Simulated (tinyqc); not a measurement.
# Changing the period of the pattern

Model: rapid thermal processing of a wafer: radiative balance, ramp and cooling, pattern effects, pyrometer error and spike budget. Computed by tinyqc, a small Python program. Command: `OMP_NUM_THREADS=1 python tinyqc.py 3112883 3112884 out.jsonl rtp sweep`. One thread of a shared host (Intel(R) Xeon(R) Processor @ 2.30GHz), about 0.04 s of CPU time with the checks.

The wafer is opaque and uniform through its thickness unless said otherwise; temperatures in formulas are in kelvin (C + 273.15). sigma = 5.670374419e-12 W/(cm^2 K^4).

Inputs (values chosen for the exercise, modelled on a hot silicon wafer):

| quantity | value | unit |
|---|---|---|
| wafer thickness d | 725 | micrometre |
| heat capacity per volume C | 2.06 | J/(cm^3 K) |
| thermal conductivity k | 0.23 | W/(cm K) |
| emissivity eps of each face | 0.62 | - |
| reflectivity of the chamber walls r | 0.25 | - |
| gas heat-transfer coefficient h, both faces together | 6.6 | mW/(cm^2 K) |
| wall temperature T_w | 350 | K |
| process temperature | 980 | C |
| ramp rate | 190 | K/s |
| relative change of absorptivity over a pattern | 7.9 | % |
| activation energy of the process E_a | 4 | eV |

Constants: k_B = 8.617333262e-05 eV/K.

Method:
- Effective emissivity between parallel grey plates: eps_eff = 1/(1/eps + 1/(1 - r) - 1). Loss per area q(T) = 2 eps_eff sigma (T^4 - T_w^4) + h (T - T_w).
- Absorbed power during a ramp = q(T) + C d x ramp rate; thermal time constant tau = C d/(dq/dT), dq/dT = 8 eps_eff sigma T^3 + h; natural cooling rate q/(C d); front-to-back difference under one-sided heating at the end of the ramp = (absorbed power) d/(2 k).
- At steady state a sinusoidal change of absorbed power of relative amplitude a and period p gives the temperature amplitude a q/(dq/dT + k d (2 pi/p)^2); healing length l = sqrt(k d/(dq/dT)); process change = E_a dT/(k_B T^2). Emissivity is taken as unchanged.

One run for each value:

| period of the pattern (mm) | amplitude (K) | change of the process rate (%) |
|---|---|---|
| 0.3 | 2.186e-03 | 6.462e-03 |
| 0.71 | 1.224e-02 | 3.618e-02 |
| 1.7 | 7.005e-02 | 2.070e-01 |
| 4 | 3.838e-01 | 1.134e+00 |
| 9.5 | 2.045e+00 | 6.046e+00 |
| 22 | 8.485e+00 | 2.508e+01 |
| 53 | 2.107e+01 | 6.228e+01 |
| 130 | 2.837e+01 | 8.387e+01 |
| 300 | 3.006e+01 | 8.885e+01 |

What does the table show, and why?

Over the rows, amplitude (K) rises from 0.00219 to 30.1 (exponent d ln y / d ln x 2.0 between the first rows and 0.069 between the last); change of the process rate (%) rises from 0.00646 to 88.9 (exponent d ln y / d ln x 2.0 between the first rows and 0.069 between the last). At the low end the exponent of amplitude is 2.00, close to 2: conduction smooths short periods.
